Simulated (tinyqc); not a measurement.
Quantum limit of the contact resistance of a two-dimensional channel: one step of the calculation.

Parabolic band with gv valleys, C = hbar^2/(2 m0), eta = (EF - Ec)/(kB T). Landauer picture: each mode conducts 2 q^2/h, and the contacts and the channel add incoherently in series, 1/Tt - 1 = 2 (1/tc - 1) + L/lam for the total transmission Tt.

Task. Resistances. RQ = (h/2q^2)/M for the whole device, R = RQ/Tt; the part of one contact is Rc = RQ (1/tc - 1/2) and the channel adds RQ L/lam.

Inputs (values chosen for the exercise): transmission of each contact tc = 0.28; back-scattering length of the channel lam = 21 nm; channel length L = 65 nm.

Constants: q = 1.602176634e-19 C, h = 6.62607015e-34 J s. Results are converted to the units shown.

M = 347.29518 1/um

Find: RQ; Rc; channel; R; Tt.

Result.

RQ = 37.163 ohm um
Rc = 114.14 ohm um
channel = 115.03 ohm um
R = 343.31 ohm um
Tt = 0.10825

The two contacts make up 66.5 % of R.

Program tinyqc, `OMP_NUM_THREADS=1 python tinyqc.py 2760132 2760133 out.jsonl`; Intel Xeon 2.30GHz, shared host, one thread, about 0.01 s.
